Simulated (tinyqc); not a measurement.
## Threshold of a short bulk MOSFET: charge sharing, barrier lowering, narrow width: effect of the gate width

n-channel device on a p-type body, depletion approximation, full ionisation. Uniform doping N = Na. Vbi from Boltzmann statistics is rough for the degenerate source. Cox = eps0 eox/tox.

ni = sqrt(Nc Nv) exp(-Eg/(2 Vt)), Eg in volts; 2 pB = 2 Vt ln(N/ni); flat band Vfb - Vt ln(N/Na); Wd = sqrt(2 eps0 eps_r (2 pB - Vbs)/(q N)); body term q N Wd/Cox; long-channel VT0 = flat band + 2 pB + body term; Vbi = Vt ln(N Nsd/ni^2); scale length l = sqrt((eps_r/eox) tox Wd). Charge sharing (trapezoid; it ignores Vds): F = (xj/L)(sqrt(1 + 2 Wd/xj) - 1), lowering = body term times F. Barrier lowering: th = exp(-L/(2 l)) + 2 exp(-L/l), lowering = th [2 (Vbi - 2 pB) + Vds], DIBL = th. Narrow width: rise = body term times xw Wd/W. VT by each model = VT0 - lowering + rise. DIBL under 0.001 mV/V is printed as 0.

Parameters, values chosen for the exercise; band and dielectric values close to those of silicon:
```
symbol    value   unit                                                                 meaning
T           300      K                                                             temperature
Eg         1.12     eV                                                                band gap
eps_r      11.7                                                          relative permittivity
Nc      2.81e19  cm^-3                                  conduction-band density of states at T
Nv      2.63e19  cm^-3                                     valence-band density of states at T
eox        7.35         relative permittivity of the gate insulator (close to silicon nitride)
tox           3     nm                                                     insulator thickness
Na         9e17  cm^-3                                                          channel doping
Nsd        1e20  cm^-3                                                 source and drain doping
Vfb       -0.95      V                                     flat-band voltage for the doping Na
xj           91     nm                                                          junction depth
Vbs           0      V                                                     body-source voltage
Vds         1.2      V                                                    drain-source voltage
xw       0.7854                      shape factor of the fringing depletion at the width edges
L           140     nm                                                          channel length
```

Constants: q = 1.602176634e-19 C, kB = 1.380649e-23 J/K, Vt = kB T/q, eps0 = 8.8541878128e-14 F/cm where lengths are in cm. Results are converted to the units shown.

The same in every row: N (cm^-3) = 9.000e17; VT0 (V) = 0.2386; L/l = 10.56; F = 0.2243; DIBL (mV/V) = 5.152.

Result of one run:
```
W (nm)  VT, charge sharing (V)  VT, barrier lowering (V)
1600                    0.1881                    0.2356
```

What becomes of these results when the gate width W is changed from 1600 to 870 nm, all else the same?

Result of the changed run:
```
W (nm)  VT, charge sharing (V)  VT, barrier lowering (V)
870                     0.1918                    0.2393
```

The whole series:
```
W (nm)  VT, charge sharing (V)  VT, barrier lowering (V)
140                     0.2342                    0.2817
250                     0.2120                    0.2595
470                     0.1987                    0.2462
870                     0.1918                    0.2393
1600                    0.1881                    0.2356
3000                    0.1860                    0.2335
```

As W goes from 140 to 3000, VT0 stays at 0.239 V, DIBL stays at 5.15 mV/V, F stays at 0.224 and VT by barrier lowering falls from 0.282 to 0.233 V. The width enters only through the rise xw Wd/W.

Computed by the program tinyqc: `OMP_NUM_THREADS=1 python tinyqc.py 2002092 2002093 out.jsonl`, one thread of a shared Intel Xeon 2.30GHz, about 0.01 s for the whole run.
